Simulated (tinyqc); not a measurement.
Temperature and isotope dependence of a band gap in oscillator models: one step. Isotope effect. Two cases, with inputs chosen for the exercise.

Question. With M -> M + dM the oscillator temperatures scale as M^(-1/2) and the slopes stay. Give th, ZP, E0 (static gap fixed) and E(T) for the new mass, and the linear rule dE0 = ZP dM/(2 M).

E(T) = E0 - sum_i sl_i th_i n_i(T), n = 1/(exp(th/T) - 1). The same coupling lowers the gap at 0 K by the zero-point term ZP = sum_i sl_i th_i/2, so the gap of the static lattice is E0 + ZP. Thermal expansion is taken as part of the slopes.

Case 1.

Values chosen (near those of diamond; shifted at random, so the results belong to these values and not to a real crystal):
- E0 = 5.488 eV (gap at 0 K)
- th = (597, 1666) K (temperatures of two oscillators)
- sl = (0.1672, 0.4298) meV/K (their high-temperature slopes)
- T = 50 K (temperature)
- M = 12.01 u (mean atomic mass)
- dM = -0.58 u (change of the mean mass (not bounded by the natural isotopes))

Case 2.

Values chosen (near those of GaAs; shifted at random, so the results belong to these values and not to a real crystal):
- E0 = 1.513 eV (gap at 0 K)
- th = (81, 322) K (temperatures of two oscillators)
- sl = (0.1196, 0.3404) meV/K (their high-temperature slopes)
- T = 300 K (temperature)
- M = 72.32 u (mean atomic mass)
- dM = 1.92 u (change of the mean mass (not bounded by the natural isotopes))

Give: th; ZP; shift of E0; linear rule; shift of E(T).

Answer.

Case 1.

th (K): 611.96  1707.75

ZP = 418.155 meV
shift of E0 = -10.222 meV
linear rule = -9.850 meV
shift of E(T) = -10.222 meV

The lighter crystal has the narrower gap. At 50 K 100 % of the shift at 0 K is left; it fades at high T, where the motion is classical and the mean-square amplitude no longer depends on mass.

Case 2.

th (K): 79.95  317.81

ZP = 58.872 meV
shift of E0 = 0.776 meV
linear rule = 0.792 meV
shift of E(T) = 0.250 meV

The heavier crystal has the wider gap. At 300 K 32 % of the shift at 0 K is left; it fades at high T, where the motion is classical and the mean-square amplitude no longer depends on mass.

Computed by tinyqc, one run a case: `OMP_NUM_THREADS=1 python tinyqc.py N N+1 out.jsonl` with N = 1850838, 1850871; one thread of a shared Intel(R) Xeon(R) Processor @ 2.30GHz, about 0.01 s a run at most.
